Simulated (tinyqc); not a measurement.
Worked calculation: Hueckel theory of the pi electrons with the omega technique, for the molecule OC1=CC=CC=CC=N1 (SMILES; centres numbered as the heavy atoms are written). Computed by tinyqc, a small Python program that keeps every step. Settings: charge = 0, omega = 1.4, damping = 0.3. Command: `OMP_NUM_THREADS=1 python tinyqc.py 25370 25371 out.jsonl` (the two numbers bound the seeds that draw the settings). One thread of a shared host (Intel(R) Xeon(R) Processor @ 2.60GHz), about 0.01 s of CPU time with the checks.

Centres:
```
centre  z_r, pi electrons of the neutral centre         h
1O                                            2  2.000000
2C                                            1  0.000000
3C                                            1  0.000000
4C                                            1  0.000000
5C                                            1  0.000000
6C                                            1  0.000000
7C                                            1  0.000000
8C                                            1  0.000000
9N                                            1  0.500000
```

Bonds:
```
i  j         k
1  2  0.800000
2  3         1
3  4         1
4  5         1
5  6         1
6  7         1
7  8         1
8  9         1
9  2  1.000000
```

Each round sets h_r = h_r(0) + omega (z_r - P_rr), keeping the share named as damping of the old diagonal; repeat until output and input diagonals agree to 1e-6.

Rounds:
```
round    sum n x  largest |h(out) - h(in)|
1      14.633646                  6.47e-01
2      14.880826                  7.84e-01
3      15.328828                  8.25e-01
4      15.022345                  8.33e-01
5      15.348849                  8.37e-01
6      15.025888                  8.38e-01
7      15.349258                  8.38e-01
8      15.025979                  8.38e-01
9      15.349267                  8.38e-01
10     15.025982                  8.38e-01
11     15.349267                  8.38e-01
12     15.025982                  8.38e-01
13     15.349267                  8.38e-01
14     15.025982                  8.38e-01
15     15.349267                  8.38e-01
16     15.025982                  8.38e-01
17     15.349267                  8.38e-01
18     15.025982                  8.38e-01
19     15.349267                  8.38e-01
20     15.025982                  8.38e-01
21     15.349267                  8.38e-01
22     15.025982                  8.38e-01
23     15.349267                  8.38e-01
24     15.025982                  8.38e-01
25     15.349267                  8.38e-01
26     15.025982                  8.38e-01
27     15.349267                  8.38e-01
28     15.025982                  8.38e-01
29     15.349267                  8.38e-01
30     15.025982                  8.38e-01
31     15.349267                  8.38e-01
32     15.025982                  8.38e-01
33     15.349267                  8.38e-01
34     15.025982                  8.38e-01
35     15.349267                  8.38e-01
36     15.025982                  8.38e-01
37     15.349267                  8.38e-01
38     15.025982                  8.38e-01
39     15.349267                  8.38e-01
40     15.025982                  8.38e-01
```

Can the last value be used, and what does the course show?

Not by the stop rule. Not converged within 40 rounds: the residual has stopped falling: the iteration swings between two states. Reruns: damping 0.5: not converged; damping 0.8: not converged.
